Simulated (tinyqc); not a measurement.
Inside a calculation. Model: ballistic transport through the one-dimensional subbands of a rectangular nanowire or nanosheet channel. Computed by tinyqc, a small Python program that keeps every step. Command: `OMP_NUM_THREADS=1 python tinyqc.py 3023074 3023075 out.jsonl wire walk`. One thread of a shared host (Intel(R) Xeon(R) Processor @ 2.30GHz), about 0.02 s of CPU time with the checks. Intermediate numbers are printed to about 6 digits and carried at full precision; extremes and crossings named in words are read from the listed rows.

Hard walls, parabolic subbands, transport along x. Energies are counted from the bulk conduction band edge at the top of the barrier, which the gate pulls down by U; the source Fermi level lies at the bulk edge when U = 0.

Inputs (values chosen for the exercise, modelled on GaN):

| quantity | value | unit |
|---|---|---|
| mass m | 0.2 | m_0 |
| height a | 4.2 | nm |
| width b | 4.8 | nm |
| equivalent oxide thickness t | 0.79 | nm |
| gate voltage above flat band V_G | 0.65 | V |
| drain voltage V_D | 0.05 | V |
| temperature T | 300 | K |
| mean free path for back-scattering lambda | 88 | nm |
| channel length L | 35 | nm |

Valleys: single isotropic valley.

Constants: hbar^2/(2 m_0) = 3.80998212 eV angstrom^2; k_B = 8.617333262e-05 eV/K; m_0 = 9.1093837015e-31 kg; k_B = 1.380649e-23 J/K; hbar = 1.054571817e-34 J s; eps_0 = 8.8541878128e-12 F/m; e = 1.602176634e-19 C; h = 6.62607015e-34 J s.

## Subbands

E_pq = (hbar^2 pi^2/2)(p^2/(m_y b^2) + q^2/(m_z a^2)); m_x = m_y = m_z = m, degeneracy g = 1; the 10 lowest subbands are kept.

Subbands:

| valley axis | p | q | E (meV) | m_x (m_0) |
|---|---|---|---|---|
| - | 1 | 1 | 188.19 | 0.2 |
| - | 2 | 1 | 433.00 | 0.2 |
| - | 1 | 2 | 507.94 | 0.2 |
| - | 2 | 2 | 752.75 | 0.2 |
| - | 3 | 1 | 841.02 | 0.2 |
| - | 1 | 3 | 1040.86 | 0.2 |
| - | 3 | 2 | 1160.77 | 0.2 |
| - | 2 | 3 | 1285.68 | 0.2 |
| - | 4 | 1 | 1412.24 | 0.2 |
| - | 3 | 3 | 1693.69 | 0.2 |

The second subband lies 244.8 meV, or 9.47 k_B T, above the first.

## Self-consistent barrier

F_j(eta) = (1/Gamma(j + 1)) int_0^infinity x^j/(1 + exp(x - eta)) dx, F_0 = ln(1 + exp(eta)). Integrals over x = E/(k_B T) use 160 Gauss-Legendre points in u = sqrt(x) from 0 to sqrt(max(eta, 0) + 32). With degeneracy g = 1, eta_i = (U - E_i)/(k_B T) and u = e V_D/(k_B T): line density n = sum_i g sqrt(2 m_x k_B T/pi)/(2 hbar) [F_-1/2(eta_i) + F_-1/2(eta_i - u)]; gate: e n = C_ox (V_G - U/e), C_ox = 3.9 eps_0 2 (a + b)/t (flat-plate estimate); I = (2 e k_B T/h) sum_i g [F_0(eta_i) - F_0(eta_i - u)].

C_ox = 786.790 aF/micrometre

U = 465.414 meV

Occupation:

| subband | eta_i | n_i (1/nm) | I_i (microampere) |
|---|---|---|---|
| 1 | 10.7236 | 7.28208e-01 | 3.87378e+00 |
| 2 | 1.2538 | 1.57717e-01 | 2.19358e+00 |
| 3 | -1.6451 | 2.05324e-02 | 2.98360e-01 |
| 4 | -11.1148 | 1.77107e-06 | 2.55144e-05 |
| 5 | -14.5290 | 5.82705e-08 | 8.39453e-07 |
| 6 | -22.2594 | 2.55967e-11 | 3.68750e-10 |
| 7 | -26.8977 | 2.47643e-13 | 3.56758e-12 |
| 8 | -31.7292 | 1.97486e-15 | 2.84501e-14 |
| 9 | -36.6251 | 1.47662e-17 | 2.12724e-16 |
| 10 | -47.5120 | 2.76135e-22 | 3.97803e-21 |

line density n = 0.906459 1/nm

ballistic current I = 6.36575 microampere

mean velocity I/(e n) = 0.438320 1e7 cm/s

2 of the subbands lie below the source Fermi level; the lowest carries 61 % of the current with 80 % of the charge. The gate spends 72 % of V_G on moving the bands.

## Conductance, capacitance and scattering

Linear conductance G = (2 e^2/h) sum_i g f(eta_i), g = 1, f = 1/(1 + exp(-eta_i)), with the barrier frozen at the eta_i above; current per perimeter I/(2(a + b)); with scattering, transmission lambda/(lambda + L) and low-bias resistance (1 + L/lambda)/G.

open modes sum g f = 1.93973

ballistic conductance = 150.292 microsiemens

current per perimeter = 353.653 microampere/micrometre

transmission = 0.715447

low-bias resistance with scattering = 9.30006 kiloohm

Even without scattering the wire has h/(2 e^2 M) = 6.65 kiloohm, which sits in the contacts.

## Gate sweep

Open modes are sum_i g/(1 + exp(-eta_i)). The last column is e dn/dV_G over C_ox, taken up to the next row.

Against the gate voltage:

| V_G (V) | U (meV) | n (1/nm) | I (microampere) | open modes | C_g/C_ox |
|---|---|---|---|---|---|
| -0.110 | -110.000 | 1.16418e-06 | 1.67713e-05 | 9.78779e-06 | 1.04655e-04 |
| -0.012 | -12.010 | 5.15298e-05 | 7.42364e-04 | 4.33167e-04 | 8.89796e-03 |
| 0.110 | 108.904 | 5.38240e-03 | 7.77376e-02 | 4.44992e-02 | 2.02770e-01 |
| 0.240 | 212.544 | 1.34830e-01 | 1.91496e+00 | 7.19736e-01 | 3.91583e-01 |
| 0.340 | 273.386 | 3.27127e-01 | 3.49367e+00 | 9.66470e-01 | 3.49631e-01 |
| 0.470 | 357.934 | 5.50331e-01 | 3.95372e+00 | 1.05358e+00 | 3.77998e-01 |
| 0.610 | 445.014 | 8.10207e-01 | 5.50924e+00 | 1.69470e+00 | 5.38109e-01 |
| 0.770 | 518.916 | 1.23301e+00 | 8.83180e+00 | 2.56990e+00 | 5.86057e-01 |
| 0.940 | 589.287 | 1.72227e+00 | 1.11602e+01 | 2.95826e+00 | 5.39955e-01 |
| 1.100 | 662.894 | 2.14652e+00 | 1.16451e+01 | 3.02840e+00 | - |

Between the first two rows the current rises one decade per 60 mV, against the limit ln(10) k_B T/e = 60 mV. Above threshold C_g/C_ox lies between 0.35 and 0.59: the quantum capacitance in series costs much, since the density of states of these subbands is small. It dips where a subband has filled past its van Hove peak and recovers when the next one opens or the drain starts to fill the band.

Checks made by the program: density of the lowest subband against a direct sum over k (relative difference 1e-09).
